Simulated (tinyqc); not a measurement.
Heavy doping: band filling, gap narrowing, band tails and the effective intrinsic density: one step, computed by the program tinyqc. Command: `OMP_NUM_THREADS=1 python tinyqc.py 3008923 3008924 out.jsonl gapnarrow walk`. One thread of a shared host (Intel(R) Xeon(R) Processor @ 2.30GHz), about 0.02 s of CPU time with the checks.

An n-type crystal above its Mott density, with all dopants ionised: n = N_D - N_A, ionised centres N_I = N_D + N_A. Valleys are taken as spherical with mass m_e.

Task: Screening, narrowing and potential fluctuations. Screening: q^2 = (e/(eps eps_0)) dn/dE_F. Exchange lowers the conduction band by (1/pi) k_F e^2/(4 pi eps_0 eps) (T = 0 Hartree-Fock at k_F, taken as a rigid shift). Screening raises the valence band by (q/2) e^2/(4 pi eps_0 eps) (static Coulomb hole). The narrowing is the sum; electron correlation and carrier-ion shifts are left out. Root-mean-square potential of randomly placed ions: V_rms = (e^2/(4 pi eps_0 eps)) sqrt(2 pi N_I/q).

Inputs (values chosen for the exercise, modelled on InAs):
```
quantity,value,unit
valleys M_c,1,-
dielectric constant eps,15.1,-
donor density N_D,7.2e+17,cm^-3
compensation ratio N_A/N_D,0.1,-
temperature T,77,K
```

Conduction band: non-parabolic (Kane).

n = 6.48e+17 cm^-3

dn/dE_F = 1.322996e+19 cm^-3/eV

Constants: e = 1.602176634e-19 C; eps_0 = 8.8541878128e-12 F/m; e^2/(4 pi eps_0) = 14.39964548 eV angstrom; k_B = 8.617333262e-05 eV/K.

Give: screening length 1/q; exchange term; Coulomb-hole term; gap narrowing; V_rms.

Result:

screening length 1/q = 79.42 angstrom

exchange term = 8.126 meV

Coulomb-hole term = 6.004 meV

gap narrowing = 14.13 meV

V_rms = 18.96 meV

Caution: the screening length is well below a*, where static Thomas-Fermi screening overstates the Coulomb hole.
